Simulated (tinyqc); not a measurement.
Collinear exchange A + BC -> AB + C on a London-Eyring-Polanyi-Sato surface: saddle, string of images and rate: one step, computed by the program tinyqc.

x = r(AB), y = r(BC), r(AC) = x + y. V is counted from separated atoms, the barrier from A + BC, that is V + D(BC).

Question. Frequencies at the saddle. Wilson matrix G = [[1/m_A + 1/m_B, -1/m_B], [-1/m_B, 1/m_B + 1/m_C]]; eigenvalues lambda of G H give nu = 15.6333042 THz x sqrt(|lambda|), the negative one being imaginary. Reactant: nu_BC from k = 2 D beta^2 and 1/m_B + 1/m_C. Skew angle: cos = sqrt(m_A m_C/((m_A + m_B)(m_B + m_C))).

Inputs (values chosen for the exercise, for a model exchange): D(BC) = 3.66 eV; beta(BC) = 2.07 1/angstrom; mass of A = 2.014 u; mass of B = 1.008 u; mass of C = 1.008 u.

Hessian (eV/angstrom^2), rows x, y:
```
[[7.927822, 8.046540],
 [8.046540, 0.159982]]
```

Constants: nu for 1 eV/(angstrom^2 u) = 15.6333042 THz.

Give: imaginary frequency; real frequency at the saddle; nu_BC; skew angle.

Answer.

imaginary frequency = 56.95 THz

real frequency at the saddle = 47.99 THz

nu_BC = 123.3 THz

skew angle = 54.74 degrees
